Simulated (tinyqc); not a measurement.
Worked calculation: geometry optimisation on the RHF/sto-3g surface (energies and gradients from PySCF), for BeH2, spin multiplicity 1. One step of it, computed by the program tinyqc.

Problem. Step 2: move. Quasi-Newton step p = -H^(-1) g (the inverse Hessian comes from BFGS updates; coordinates in the order x, y, z of each atom); steps longer than 0.1 bohr are cut back (factor 0.401 here).

positions after step 1 (bohr):
```
             x          y          z
1Be   0.002183   0.022909   0.040423
2H    0.116128   2.568989  -0.030177
3H   -0.014377  -2.576779   0.042666
```

gradient (hartree/bohr):
```
               x            y            z
1Be  -0.00269011   0.00939225   0.00191673
2H    0.00198283   0.02340323  -0.00130373
3H    0.00070728  -0.03279548  -0.00061299
```

inverse Hessian in use (bohr^2/hartree):
```
           1          2          3          4          5          6          7          8
1   3.346459  -0.048998  -0.009364  -0.009669  -0.113539   0.006359  -0.003457   0.162537
2  -0.048998   2.405068   0.030959   0.038334   0.653230  -0.024483   0.010664   0.275035
3  -0.009364   0.030959   3.339999   0.006905   0.081821  -0.004539   0.002458  -0.112779
4  -0.009669   0.038334   0.006905   3.340451   0.083169  -0.004683   0.002551  -0.121504
5  -0.113539   0.653230   0.081821   0.083169   4.268068  -0.054853   0.030370  -1.587965
6   0.006359  -0.024483  -0.004539  -0.004683  -0.054853   3.336414  -0.001677   0.079337
7  -0.003457   0.010664   0.002458   0.002551   0.030370  -0.001677   3.334240  -0.041034
8   0.162537   0.275035  -0.112779  -0.121504  -1.587965   0.079337  -0.041034   4.646263
9   0.003005  -0.006475  -0.002126  -0.002223  -0.026967   0.001459  -0.000782   0.033443

           9
1   0.003005
2  -0.006475
3  -0.002126
4  -0.002223
5  -0.026967
6   0.001459
7  -0.000782
8   0.033443
9   3.334001
```

Give: positions after step 2.

Solution.

positions after step 2 (bohr):
```
          x       y       z
1Be   0.009   0.011   0.035
2H    0.111   2.505  -0.027
3H   -0.016  -2.501   0.044
```
